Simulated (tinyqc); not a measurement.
## p-type polysilicon, carrier trapping at grain boundaries: effect of the doping

One-dimensional grains of size Lg, uniform ionised doping N, monovalent traps Qt at each boundary at a depth Et below (for electrons) or above (for holes) the band edge there, abrupt depletion of width W on each side of a boundary, Boltzmann statistics. xi is the distance from the band edge at the grain centre to the Fermi level. Trapped charge Qt/(1 + exp((xi + VB - Et)/Vt)) = 2 N W, barrier VB = q N W^2/(2 eps0 eps_r).

If the trap equation with xi = Vt ln(NB/N) has a root W < Lg/2, the grain is partly depleted; otherwise W = Lg/2 and the trap equation gives xi = Et - VB + Vt ln(Qt/(N Lg) - 1). N* = Qt/Lg. n0 = NB exp(-xi/Vt); mean density n0 (1 - 2 W/Lg) by charge balance in a partly depleted grain, and n0 (sqrt(pi)/2) erf(u)/u with u = sqrt(VB/Vt) in a fully depleted one; v = sqrt(kB T/(2 pi ms m0)); barrier resistivity Vt exp(VB/Vt)/(q fe n0 v Lg); grain resistivity (1 - 2 W/Lg)/(q n0 mug); effective mobility 1/(q mean density total resistivity). Rows with xi above 0.45 V, towards mid-gap, are left out, since the other carrier type is ignored.

Values chosen for this exercise; values of the order met in polycrystalline silicon: temperature T = 250 K; relative permittivity eps_r = 11.7; valence-band density of states at T NB = 2.02e19 cm^-3; grain size Lg = 63 nm; trap density of a grain boundary Qt = 2.4e12 cm^-2; depth of the trap level from the majority band edge at the boundary Et = 0.36 eV; mass for thermionic emission ms = 0.53 m0; correction factor of the emission rate fe = 0.5; mobility inside the grains mug = 200 cm^2/(V s).

Constants: q = 1.602176634e-19 C, kB = 1.380649e-23 J/K, m0 = 9.1093837015e-31 kg, Vt = kB T/q, eps0 = 8.8541878128e-14 F/cm where lengths are in cm. Results are converted to the units shown.

Effect of the doping:
columns A: N (cm^-3); B: N/N*; C: depleted share 2 W/Lg; D: VB (V); E: xi (V); F: mean density (cm^-3); G: resistivity (ohm cm); H: effective mobility (cm^2/(V s))
```
A              B         C         D         E          F          G        H
1.9e16  0.049875    1.0000  0.014579   0.40891  9.3873e10   2.1581e5   308.08
3.6e16  0.094500    1.0000  0.027623   0.38106  2.9293e11   1.0855e5   196.28
6.9e16   0.18113    1.0000  0.052944   0.33956  1.5875e12      51218   76.764
1.3e17   0.34125    1.0000  0.099749   0.27442  2.4379e13      21869   11.707
2.5e17   0.65625    1.0000   0.19183   0.15424  4.6631e15     5934.1  0.22556
4.7e17    1.2337   0.77154   0.21468  0.081018  1.0738e17     572.59  0.10152
8.9e17    2.3363   0.42786   0.12501  0.067263  5.0921e17     4.7301   2.5913
1.7e18    4.4625   0.22409  0.065501  0.053321  1.3191e18    0.16993   27.846
3.2e18    8.4000   0.11905  0.034798  0.039694  2.8190e18   0.028480   77.741
6.1e18    16.012  0.062451  0.018255  0.025796  5.7190e18  0.0096374   113.24
```

As N goes from 1.9e16 to 6.1e18, VB goes from 0.0146 through a maximum of 0.215 (at N = 4.7e17 among the rows listed) to 0.0183 V, the resistivity falls from 2.16e5 to 0.00964 ohm cm and the effective mobility goes from 308 through a minimum of 0.102 (at N = 4.7e17 among the rows listed) to 113 cm^2/(V s). The steepest fall of the resistivity among the rows, as N^(-7.5), lies between N = 4.7e17 and 8.9e17 cm^-3; N* = 3.81e17 cm^-3. While the grain is fully depleted VB grows as N; once the traps are full it falls as 1/N. For N = 1.7e18, 3.2e18, 6.1e18 xi is under 2.5 Vt, where Boltzmann statistics begin to fail. For N = 1.9e16, 6.1e18 VB is below Vt, where abrupt depletion and thermionic emission are rough. For N = 4.7e17 the grain is near the changeover between partial and full depletion, within a few Debye lengths, where both limits are rough. For N = 1.9e16 the effective mobility exceeds mug, since drift through the depleted part of the grain is left out.

Computed by the program tinyqc: `OMP_NUM_THREADS=1 python tinyqc.py 2830273 2830274 out.jsonl`, one thread of a shared Intel Xeon 2.30GHz, about 0.01 s for the whole run.
